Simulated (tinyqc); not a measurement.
Inside a calculation. Method: lattice vibrations of a chain. One step of it, computed by the program tinyqc.

Task: Dynamical matrix at q = 0.45. q is in units of 2 pi/a. A spring k from atom i to atom j, n cells on, adds k to Phi_ii and Phi_jj, -k exp(2 pi i q n) to Phi_ij and the conjugate to Phi_ji (for one atom a cell: 2k (1 - cos 2 pi q n)); D_ij = Phi_ij / sqrt(m_i m_j).

A chain moving along its axis:
```
atom   mass (u)  spring to the next atom (eV/angstrom^2)
1     79.900000                                14.500000
2     20.300000                                11.200000
```

Give: D(q).

Result:

D(q) (eV/(angstrom^2 u)):
```
                 1                2
1           0.3217  -0.0956+0.0859i
2  -0.0956-0.0859i           1.2660
```
